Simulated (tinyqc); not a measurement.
## Model parameters from four stresses

Inverse problem. The threshold shift of a transistor under bias-temperature stress follows dV = A (V/V0)^g exp[-(Ea q/kB)(1/T - 1/T0)] (t/1 s)^n. Find n, A, g and Ea.

Values chosen for this exercise: reference stress voltage V0 = 1.3 V; reference temperature T0 = 398 K.

Constants: q = 1.602176634e-19 C, kB = 1.380649e-23 J/K. Results are converted to the units shown.

dV at (V0, T0, 10 s), (V0, T0, 1000 s), (1 V, T0, 1000 s) and (V0, 423 K, 1000 s) (mV): 19.115809  57.728821  15.961373  77.378265

Solution. Each pair differs in one condition, and the logarithm of its ratio gives one exponent.

n = 0.2400
A = 11.00 mV
g = 4.900
Ea = 0.1700 eV

Program tinyqc, `OMP_NUM_THREADS=1 python tinyqc.py 2070060 2070061 out.jsonl`; Intel Xeon 2.30GHz, shared host, one thread, about 0.01 s.
